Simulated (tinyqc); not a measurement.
From results back to parameters: Koster-Slater impurity in an sp3s* host.

Problem. In the Koster-Slater model a defect shifts the s level of its site by Vs and the p levels by Vp; an A1 level solves 1/Vs = G_s(E) and a T2 level 1/Vp = G_p(E), E from the top of the valence band. A defect has an A1 level at E = 1.2105 eV, one of the energies of the table, and a T2 level at 0.1729 eV.

G(E) of the host (1/eV):
```
E (eV)         G_s         G_p
0.0000  -0.0883096   0.0000250
0.1729  -0.1041447  -0.0392656
0.3458  -0.1215133  -0.0657858
0.5188  -0.1410807  -0.0888554
0.6917  -0.1636889  -0.1108903
0.8646  -0.1905237  -0.1333253
1.0375  -0.2233903  -0.1574627
1.2105  -0.2652665  -0.1848935
1.3834  -0.3216100  -0.2180452
```

Find: Vs, Vp.

Solution. Read G_s and G_p at the two energies and invert them. Vs is attractive and pulls its level down from the conduction bands. Vp is attractive and pulls its level down from the conduction bands.

Vs, Vp (eV): -3.8  -25.5

tinyqc: `OMP_NUM_THREADS=1 python tinyqc.py 1480747 1480748 out.jsonl`; about 0.1 s, one thread, shared Intel(R) Xeon(R) Processor @ 2.30GHz.
